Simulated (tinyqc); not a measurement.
Comparisons within one model: short-period [001] superlattice in sp3s* tight binding. A value that a table varies takes the place of the one given here.

Planes alternate anion, cation along [001], a/4 apart; at zero in-plane momentum s, pz, s* form one block. All levels of A are shifted so that its Ev (lower root of [[Epa, Vxx], [Vxx, Epc]]) is 0, and those of B so that its Ev is -dEv. A monolayer is an anion plane and the cation plane above it; an anion between unlike cations takes the mean of the two anion levels; each bond takes the couplings of its cation. Block from an anion to the cation above: U with Vss/2 (s,s), Vsapc/2 (s,z), -Vscpa/2 (z,s), Vxx/2 (z,z), Vxapc/2 (s*,z), -Vpaxc/2 (z,s*); to the cation below: the same with the s-z and s*-z signs reversed. The cell of n + m monolayers is closed with the phase exp(2 pi i q). No spin-orbit coupling. In this block 2 (n + m) levels are filled.

For the two lowest empty levels at q = 0: energy, share of the cation weight on A, and Gamma character, the share of the cation amplitudes with Fourier index |j|/(n + m) < 1/4 along the stack (near 1: Gamma-like, near 0: folded from X).

Parameters, chosen for this exercise (A near a published set for GaAs, B for AlAs; not measured data): pA = (-8.322, 1.041, -2.664, 3.672, 8.589, 6.757, -6.454, 1.954, 5.089, 4.482, 5.779, 4.837, 4.812) eV (order Esa, Epa, Esc, Epc, Exa, Exc, Vss, Vxx, Vxy, Vsapc, Vscpa, Vxapc, Vpaxc); pB = (-7.54, 0.98, -1.161, 3.595, 7.489, 6.723, -6.665, 1.873, 4.291, 5.096, 5.502, 4.521, 5.002) eV (the same for B); dEv = 0.54 eV (valence offset: Ev(B) lies this far below Ev(A)); a = 5.652 angstrom (lattice constant, taken common; strain is left out); nw = 12 (monolayers of A); n2 = 7 (monolayers of A); m2 = 5 (monolayers of B).

## Equal layers of growing thickness

n = m.

Lowest empty levels:
```
n = m  layer (angstrom)  E1 (eV)  on A  Gamma  E2 (eV)  on A  Gamma
2                   5.7   1.8718  0.41   0.04   1.9420  0.68   0.89
3                   8.5   1.8334  0.16   0.00   1.9078  0.74   0.94
4                  11.3   1.7905  0.12   0.04   1.8827  0.76   0.95
6                  17.0   1.7541  0.06   0.04   1.8104  0.85   0.96
8                  22.6   1.7409  0.31   0.32   1.7524  0.71   0.76
10                 28.3   1.7058  0.95   0.99   1.7405  0.01   0.01
12                 33.9   1.6749  0.97   0.99   1.7372  0.01   0.00
14                 39.6   1.6522  0.98   1.00   1.7331  0.00   0.00
18                 50.9   1.6222  0.99   1.00   1.7304  0.00   0.00
```

At zero in-plane momentum (the in-plane X valleys are left out) the lowest level is X-like for n = 2, 3, 4, 6 and 8 and Gamma-like for the others (a Gamma weight between about 0.35 and 0.65 marks an even mixture, at the crossover). Thin layers push the light Gamma electron up past the heavy X electron, whose share on A runs from 0.06 to 0.41, so for n = 3, 4 and 6 it lies apart from the holes in A (type II); the crossover lies between n = 8 and 10. The crossover moves with dEv and with the electron mass, which this model makes too heavy, so it comes at thinner layers than in the real system. At n = 18 the lowest level lies 0.069 eV above the lowest bulk edge of the two crystals, with 99 % of its cation weight on A.

## Miniband width against barrier thickness

nw monolayers of A and m of B; lowest empty level at q = 0 and q = 1/2. The decay constant is ln(width(4)/width(6)) over two monolayers, each a/2 thick.

Lowest miniband:
```
m  E(q = 0) (eV)  E(q = 1/2) (eV)  width (meV)  Gamma character
1         1.6014           1.7397      138.366             0.99
2         1.6327           1.7155       82.833             1.00
3         1.6501           1.6995       49.425             1.00
4         1.6600           1.6901       30.078             0.99
5         1.6664           1.6839       17.511             1.00
6         1.6697           1.6805       10.795             0.99
8         1.6732           1.6770        3.795             0.99
```

decay constant = 0.1813 1/angstrom

The width falls from 138.4 to 3.79 meV, as exp(-kappa d) with kappa = 0.181 1/angstrom, which stands for the decay constant of the barrier at this energy: each monolayer costs a factor 1.67. The level at q = 0 rises by 72 meV towards that of a single well.

## What each change does

A cell with n = n2 and m = m2. Each row changes one parameter from the base and keeps the others.

Results:
```
case           E1 (eV)  A share 1  Gamma 1  E2 (eV)  A share 2  Gamma 2
base            1.7636       0.90     0.98   1.7689       0.04     0.00
n2 = 9          1.7135       0.93     0.99   1.7688       0.04     0.00
m2 = 7          1.7482       0.01     0.00   1.7721       0.74     0.77
dEv = 0.64 eV   1.6727       0.03     0.00   1.7505       0.86     0.94
```

The largest shifts from the base row, up to three for each result and ties (the steps differ in size, so this ranks the rows, not the parameters). E1 (eV): dEv -0.0909, n2 -0.0501, m2 -0.0154. A share 1: m2 -0.89, dEv -0.87, n2 +0.03. Gamma 1: dEv -0.98, m2 -0.98, n2 +0.01. E2 (eV): dEv -0.0185, m2 +0.0032, n2 -0.0001. A share 2: dEv +0.83, m2 +0.71; unchanged at the printed digits by n2. Gamma 2: dEv +0.94, m2 +0.77; unchanged at the printed digits by n2.

Computed by tinyqc, a small Python program: `OMP_NUM_THREADS=1 python tinyqc.py 1480796 1480797 out.jsonl` (the numbers bound the seed that draws the inputs); one thread of a shared host (Intel(R) Xeon(R) Processor @ 2.30GHz), about 0.5 s for the whole set of steps.
